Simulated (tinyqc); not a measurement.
Bandgap voltage reference from two bipolar transistors: output against temperature.

Two transistors of area 1 and N carry the same current I. Is(T) = Is (T/T0)^eta exp[(Vg0 q/kB)(1/T0 - 1/T)], VBE1 = Vt ln(I/Is(T)) + I rb, VBE2 = Vt ln(I/(N Is(T))) + I rb/N. The amplifier forces I R1(T) = VBE1 - VBE2 + Vos, with R(T) = R (1 + tc (T - T0)) for both resistors, and the output is Vref = VBE1 + I R2(T). Base currents and the Early effect are neglected.

Vt = kB T/q; I = (Vt ln N + Vos)/(R1(T) - rb (1 - 1/N)).

Parameters, values chosen for the exercise; values of the order met in silicon bipolar transistors:
- T0 = 300 K (reference temperature)
- Vg0 = 1.164 V (band-gap voltage extrapolated to 0 K)
- eta = 4 (temperature exponent of the saturation current)
- Is = 2.2e-18 A (saturation current of the unit transistor at T0)
- N = 8 (area ratio of the second transistor)
- R1 = 18 kohm (resistor across which the difference of VBE falls, at T0)
- tc = 0 ppm/K (temperature coefficient of both resistors)
- Vos = 0 mV (offset of the amplifier)
- rb = 49 ohm (series resistance of the unit transistor)
- R2 = 178.6 kohm (output resistor at T0)

Constants: q = 1.602176634e-19 C, kB = 1.380649e-23 J/K. Results are converted to the units shown.

Result of one run:

| T (K) | I (uA) | VBE1 (V) | I R2 (V) | Vref (V) | Vref - Vref(T0) (mV) | dVref/dT (uV/K) |
|---|---|---|---|---|---|---|
| 273 | 2.724 | 0.7688 | 0.4865 | 1.255 | -1.723 | 76.18 |

What becomes of these results when the temperature T is changed from 273 to 423 K, all else the same?

Result of the changed run:

| T (K) | I (uA) | VBE1 (V) | I R2 (V) | Vref (V) | Vref - Vref(T0) (mV) | dVref/dT (uV/K) |
|---|---|---|---|---|---|---|
| 423 | 4.221 | 0.5038 | 0.7539 | 1.258 | 0.5969 | -37.02 |

The whole series:

| T (K) | I (uA) | VBE1 (V) | I R2 (V) | Vref (V) | Vref - Vref(T0) (mV) | dVref/dT (uV/K) |
|---|---|---|---|---|---|---|
| 218 | 2.175 | 0.8611 | 0.3885 | 1.250 | -7.452 | 134.3 |
| 233 | 2.325 | 0.8363 | 0.4153 | 1.252 | -5.568 | 117.1 |
| 253 | 2.525 | 0.8028 | 0.4509 | 1.254 | -3.441 | 95.85 |
| 273 | 2.724 | 0.7688 | 0.4865 | 1.255 | -1.723 | 76.18 |
| 298 | 2.974 | 0.7259 | 0.5311 | 1.257 | -0.1053 | 53.53 |
| 323 | 3.223 | 0.6824 | 0.5757 | 1.258 | 0.9692 | 32.71 |
| 348 | 3.473 | 0.6384 | 0.6202 | 1.259 | 1.543 | 13.43 |
| 373 | 3.722 | 0.5940 | 0.6648 | 1.259 | 1.652 | -4.501 |
| 398 | 3.972 | 0.5491 | 0.7093 | 1.258 | 1.328 | -21.27 |
| 423 | 4.221 | 0.5038 | 0.7539 | 1.258 | 0.5969 | -37.02 |

VBE1 falls by 1.74 mV/K on average and I R2 rises by 1.78 mV/K. The slope of Vref vanishes at T = 367 K. Between 233 and 398 K Vref spans 7.23 mV, or 34.9 ppm/K by the box method (span over the average over T, over 165 K).

Program tinyqc, `OMP_NUM_THREADS=1 python tinyqc.py 2062033 2062034 out.jsonl`; Intel Xeon 2.30GHz, shared host, one thread, about 0.02 s.
